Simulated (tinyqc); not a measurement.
Tight binding, kagome lattice, step by step. One step of it, computed by the program tinyqc.

Problem. Levels at K. Diagonalise the Hermitian matrix.

H(k) at K (eV), lower triangle (Hermitian):
```
                     A                    B         C
A             0.000000
B  -0.735000-1.273057i             0.000000
C  -0.735000+1.273057i  -0.735000-1.273057i  0.000000
```

Give: eigenvalues.

Solution.

eigenvalues (eV): -1.4700  -1.4700  2.9400
